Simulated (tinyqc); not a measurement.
Worked calculation: tight binding, dimerised chain. Computed by tinyqc, a small Python program that keeps every step. Settings: t1 = 1.02, t2 = 1.91, delta = 0.47, points = 6, cells = 3. Command: `OMP_NUM_THREADS=1 python tinyqc.py 30407 30408 out.jsonl` (the two numbers bound the seeds that draw the settings). One thread of a shared host (Intel(R) Xeon(R) Processor @ 2.60GHz), about 0.01 s of CPU time with the checks.

## Bloch Hamiltonian at k

Parameters chosen for this model:
```
parameter     value                      unit
t1         1.020000       eV, inside the cell
t2         1.910000         eV, between cells
delta      0.470000  eV, +/- on the two sites
```

k point k (2 pi / a): 0.120000

H_AA = +delta, H_BB = -delta, H_AB = -t1 - t2 exp(-i k a).

H(k) at k (eV):
```
                     A                    B
A             0.470000  -2.412330+1.307485i
B  -2.412330-1.307485i            -0.470000
```

## Levels at k

Diagonalise the Hermitian matrix.

eigenvalues (eV): -2.783838  2.783838

weights |c|^2 of the basis functions:
```
     band 1    band 2
A  0.415584  0.584416
B  0.584416  0.415584
```

## Bloch Hamiltonian at X

k point X (2 pi / a): 0.500000

As before.

H(k) at X (eV):
```
          A          B
A  0.470000   0.890000
B  0.890000  -0.470000
```

## Levels at X

As before.

eigenvalues (eV): -1.006479  1.006479

weights |c|^2 of the basis functions:
```
     band 1    band 2
A  0.266513  0.733487
B  0.733487  0.266513
```

## Bands along a path

The same steps at evenly spaced points between the labelled ones.

Bands along the path (eV):
```
k            band 1    band 2
G         -2.967457  2.967457
G-X 0.25  -2.768496  2.768496
G-X 0.50  -2.215717  2.215717
G-X 0.75  -1.467729  1.467729
X         -1.006479  1.006479
```

With 1 band(s) filled, the highest filled level on these points lies at X and the lowest empty one at X: a gap of 2.0130 eV, direct.

## Berry (Zak) phase of the lower band

On 6 points k_j = j/N: phase = -Im ln of the product of <u_j|u_(j+1)>, closed with u_N = u_0 (the cell-periodic part is taken without the site positions). Single arguments depend on the phases chosen for the u_j; only their sum modulo 2 pi does not.

Overlaps:
```
j  |<u_j|u_j+1>|  argument (rad)
0       0.941567       -0.287275
1       0.917789       -0.316972
2       0.739642       -0.433944
3       0.739642       -0.433944
4       0.917789       -0.316972
5       0.941567       -0.287275
```

phase / pi, folded into (-1, 1] = 0.660933

## Open chain of 3 cells

H of the open chain (eV), lower triangle:
```
           1          2          3          4          5          6
1   0.470000
2  -1.020000  -0.470000
3   0.000000  -1.910000   0.470000
4   0.000000   0.000000  -1.020000  -0.470000
5   0.000000   0.000000   0.000000  -1.910000   0.470000
6   0.000000   0.000000   0.000000   0.000000  -1.020000  -0.470000
```

The same hoppings without the wrap-around bond.

levels (eV): -2.683841  -1.899628  -0.518181  0.518181  1.899628  2.683841

weights of the highest filled level on the sites: 0.035613  0.033425  0.009248  0.189676  0.001630  0.730408

The bulk gap runs from -1.0065 to 1.0065 eV; 2 level(s) of this chain lie inside it: end states, which need the weaker bond inside the cell and a chain longer than their decay length.
